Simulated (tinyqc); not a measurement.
Van der Pauw, Hall and four-point-probe measurements on a doped layer: two steps of the calculation.

A uniform n-type layer with sheet resistance Rs = 1/(q ns mu), point contacts, low field (mu B small).

Inputs (values chosen for the exercise): Hall factor rH = 1; magnetic field B = 0.3 T; current I = 10 uA; thickness of the layer t = 620 nm.

Constants: q = 1.602176634e-19 C. Results are converted to the units shown.

Question 1. New z. The van der Pauw equation exp(-pi RA z) + exp(-pi RB z) = 1 is solved for z = 1/Rs: e1 = exp(-pi RA z), e2 = exp(-pi RB z), f = e1 + e2 - 1, f' = -pi (RA e1 + RB e2), z(new) = z - f/f'.

z at the start = 0.43993965 mS
RA = 58.853668 ohm
RB = 944.17299 ohm

Give: e1; e2; f; f'; z after iteration 1.

Answer 1.

e1 = 0.92188
e2 = 0.27119
f = 0.19306
f' = -0.97484 kohm
z after iteration 1 = 0.63799 mS

Question 2. Sheet density, mobility and bulk values. Rs = 1/z; Hall sheet density B I/(q |VH|); Hall mobility |VH|/(Rs B I); true values ns = rH times the Hall density, mu = Hall mobility/rH; bulk density ns/t, resistivity Rs t; correction factor F = Rs/[(pi/ln 2)(RA + RB)/2].

converged z = 0.70752120 mS
VH = -0.19504716 mV
RA = 58.853668 ohm
RB = 944.17299 ohm

Find: Rs; Hall sheet density; Hall mobility; ns; mu; bulk density; resistivity; F.

Answer 2.

Rs = 1413 ohm/square
Hall sheet density = 9.600e12 cm^-2
Hall mobility = 460.0 cm^2/(V s)
ns = 9.600e12 cm^-2
mu = 460.0 cm^2/(V s)
bulk density = 1.548e17 cm^-3
resistivity = 0.08763 ohm cm
F = 0.6218

tinyqc, about 0.01 s, one thread, Intel Xeon 2.30GHz (shared host): `OMP_NUM_THREADS=1 python tinyqc.py 2850149 2850150 out.jsonl`
